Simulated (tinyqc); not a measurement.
## Surface Green function of a zigzag honeycomb ribbon two chains wide, Sancho-Rubio decimation: effect of the broadening

A semi-infinite lead of cells 0, 1, 2, ... with H0 inside a cell and H1 = <cell i|H|cell i + 1>. Cell of four sites joined 1-2-3-4 by -t; site 2 joins site 1 of the next cell and site 3 joins site 4 of the next cell. z = E + i eta.

Start with e_s = e = H0, a = H1, b = H1^dagger. Each round: g = (z - e)^(-1); e_s <- e_s + a g b; e <- e + a g b + b g a; a <- a g a; b <- b g b (all with the old a, b). Round k joins cells 2^k apart. Stop when the largest entry of the matrices a and b is below 1e-12 eV; g_s = (z - e_s)^(-1), bulk (z - e)^(-1), density of states -Im Tr/pi. The last column counts the steps of the plain recursion g <- (z - H0 - H1 g H1^dagger)^(-1), one cell a step from g = (z - H0)^(-1), until no entry changes by more than 1e-8 1/eV.

Inputs (values chosen for the exercise):
```
symbol,value,unit,meaning
E,-1.27,eV,energy
```

H0 (eV):

|  | 1 | 2 | 3 | 4 |
|---|---|---|---|---|
| 1 | 0 | -1 | 0 | 0 |
| 2 | -1 | 0 | -1 | 0 |
| 3 | 0 | -1 | 0 | -1 |
| 4 | 0 | 0 | -1 | 0 |

H1 (eV):

|  | 1 | 2 | 3 | 4 |
|---|---|---|---|---|
| 1 | 0 | 0 | 0 | 0 |
| 2 | -1 | 0 | 0 | 0 |
| 3 | 0 | 0 | 0 | -1 |
| 4 | 0 | 0 | 0 | 0 |

Result of one run:

| rounds | surface density of states (1/eV) | plain steps |
|---|---|---|
| 7 | 0.7316 | 24 |

Which broadening eta gave this result: 0.3, 0.1, 0.04, 0.02 or 0.01 eV?

eta = 0.3 eV.

The whole series:

| eta (eV) | rounds | surface density of states (1/eV) | plain steps |
|---|---|---|---|
| 0.3 | 7 | 0.7316 | 24 |
| 0.1 | 8 | 0.8512 | 67 |
| 0.04 | 9 | 0.9085 | 165 |
| 0.02 | 10 | 0.9306 | 330 |
| 0.01 | 11 | 0.9423 | 661 |
| 0.004 | 13 | 0.9495 | 1653 |

The rounds go from 7 to 13 and the plain steps from 24 to 1653. Inside a band the plain recursion needs a number of steps that grows as 1/eta, the decimation only as log2(1/eta). The density of states tends to 0.9543 1/eV as eta goes to zero; the first row is 23 % below that and the last 0.51 % below it.

tinyqc, about 0.08 s, one thread, Intel Xeon 2.30GHz (shared host): `OMP_NUM_THREADS=1 python tinyqc.py 2680124 2680125 out.jsonl`
